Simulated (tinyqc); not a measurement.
Extrapolating accelerated tests: lateral field, substrate current, probability of reaching the oxide barrier and hot-carrier lifetime of a silicon transistor (pseudo-two-dimensional and lucky-electron models). Computed by tinyqc, a small Python program. Command: `OMP_NUM_THREADS=1 python tinyqc.py 3027713 3027714 out.jsonl hotcar walk`. One thread of a shared host (Intel(R) Xeon(R) Processor @ 2.30GHz), about 0.01 s of CPU time with the checks.

Local-field models: a lucky carrier gains its energy at the peak field over a path free of collisions. Voltages are magnitudes.

Inputs (values chosen for the exercise, modelled on a silicon n-channel):

| quantity | value | unit |
|---|---|---|
| channel length L | 360 | nm |
| oxide thickness t | 6.9 | nm |
| junction depth x_j | 84 | nm |
| mobility mu | 290 | cm^2/(V s) |
| saturation velocity v_s | 0.89 | 1e7 cm/s |
| threshold voltage V_T | 0.44 | V |
| gate voltage V_G | 1.3 | V |
| drain voltage V_D | 2.2 | V |
| ionisation prefactor A_i | 1.7e+06 | 1/cm |
| ionisation field B_i | 1.66 | MV/cm |
| hot-carrier mean free path lambda | 7.1 | nm |
| oxide barrier phi_b | 3.1 | eV |
| interface-trap threshold phi_it | 3.6 | eV |
| lifetime constant H | 100 | s microampere/micrometre |

Drain: abrupt.

Constants: eps_0 = 8.8541878128e-12 F/m.

Method:
- C_ox = 3.9 eps_0/t; F_sat = 2 v_s/mu; V_Dsat = V_ov F_sat L/(V_ov + F_sat L), V_ov = V_G - V_T; I_D/W = C_ox v_s (V_ov - V_Dsat).
- Scale length l = 0.22 t^(1/3) x_j^(1/2) (all in cm); F_m = sqrt(((V_D - V_Dsat)/l_e)^2 + F_sat^2), with l_e = l; length of the velocity-saturated region l_e ln((V_D - V_Dsat)/(l_e F_sat) + F_m/F_sat).
- Substrate current I_sub/I_D = (A_i/B_i)(V_D - V_Dsat) exp(-B_i/F_m); probability of reaching the oxide barrier exp(-phi_b/(e lambda F_m)); lifetime tau = (H/(I_D/W)) exp(phi_it/(e lambda F_m)).
- V_10 solves tau = 3.156e8 s at the given V_G. The extrapolation fits ln(tau) against 1/V_D at 1, 1.08, 1.16 and 1.25 times the given V_D (rounded to 3 digits) by least squares and reads off the same tau.

V_Dsat = 0.619061 V

Stress points:

| V_D (V) | 1/V_D (1/V) | tau (s) |
|---|---|---|
| 2.20 | 0.45455 | 4.3255e+07 |
| 2.38 | 0.42017 | 7.6393e+06 |
| 2.55 | 0.39216 | 1.9687e+06 |
| 2.75 | 0.36364 | 5.2066e+05 |

ten-year drain voltage V_10 = 2.0319 V

V_10 from the 1/V_D extrapolation = 2.0161 V

The extrapolation is 16 mV below the true value: ln(tau) is nearly linear in 1/(V_D - V_Dsat), not in 1/V_D, so the straight line errs on the safe side when one extrapolates down. At V_10 the available energy e V_D is below phi_it, so the model understates the lifetime there.

Extremes, crossings and ranges named in words are read from the listed rows.
